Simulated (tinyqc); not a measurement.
# Thin-film transistor with exponential tail and deep states, accumulation layer: effect of the total density of deep states

An undoped film in accumulation, thicker than the space-charge layer. With band bending psi the Fermi level lies E0 - psi below the band edge. Free electrons n = n0 exp(psi/Vt) carry the current; electrons in two exponential distributions of traps, a = a0 exp(psi/Va) and d = d0 exp(psi/Vp), do not. Linear regime, ohmic contacts, traps in equilibrium.

Va = kB Tt/q, Vp = kB Td/q; n0 = Nc exp(-E0/Vt), a0 = Nt th(T/Tt) exp(-E0/Va), d0 = Nd th(T/Td) exp(-E0/Vp), th(x) = pi x/sin(pi x). G(psi) = sum over the three kinds of c0 [V (exp(psi/V) - 1) - psi], field F = sqrt(2 q G/(eps0 eps_r)); Vg = psi + eps0 eps_r F/Ci at the surface. Total charge Q = Ci (Vg - psi_s); free charge Qf = q times the integral of n0 (exp(psi/Vt) - 1)/F over psi from 0 to psi_s; I = (W/L) mb Qf Vd; effective mobility mb Qf/Q.

Parameters, values chosen for the exercise; values close to those of an organic semiconductor:
- T = 250 K (temperature)
- eps_r = 3.2 (relative permittivity of the semiconductor)
- Nc = 1.1e20 cm^-3 (density of extended states)
- mb = 2.5 cm^2/(V s) (band mobility)
- Nt = 1e20 cm^-3 (total density of tail states)
- Tt = 520 K (characteristic temperature of the tail)
- Td = 1230 K (characteristic temperature of the deep states)
- E0 = 0.51 eV (bulk Fermi level below the band edge)
- Ci = 17 nF/cm^2 (gate capacitance)
- WL = 2 (ratio W/L)
- Vd = 0.05 V (drain voltage)
- Vg = 12 V (gate voltage above flat band)

Constants: q = 1.602176634e-19 C, kB = 1.380649e-23 J/K, Vt = kB T/q, eps0 = 8.8541878128e-14 F/cm where lengths are in cm. Results are converted to the units shown.

Effect of the total density of deep states:
```
Nd (cm^-3),E0 - psi_s (eV),Q (nC/cm^2),free share (%),effective mobility (cm^2/(V s)),I (nA)
3.8e16,0.1245,197.4,1.129,0.02823,0.5574
9.2e16,0.1246,197.4,1.119,0.02798,0.5525
2.2e17,0.1250,197.5,1.096,0.02740,0.5411
5.4e17,0.1260,197.5,1.040,0.02601,0.5136
1.3e18,0.1284,197.5,0.9200,0.02300,0.4543
3.1e18,0.1341,197.6,0.6902,0.01726,0.3410
7.6e18,0.1483,197.9,0.3433,0.008583,0.1698
```

As Nd goes from 3.8e16 to 7.6e18 cm^-3, the free share falls from 1.13 to 0.343 %, the distance of the Fermi level from the edge rises from 0.124 to 0.148 eV and the current falls from 0.557 to 0.170 nA. Q varies by only 0.21 %: the gate sets the charge, the traps decide how much of it moves.

Numbers from tinyqc (`OMP_NUM_THREADS=1 python tinyqc.py 2610062 2610063 out.jsonl`; about 0.02 s on one thread of a shared Intel Xeon 2.30GHz).
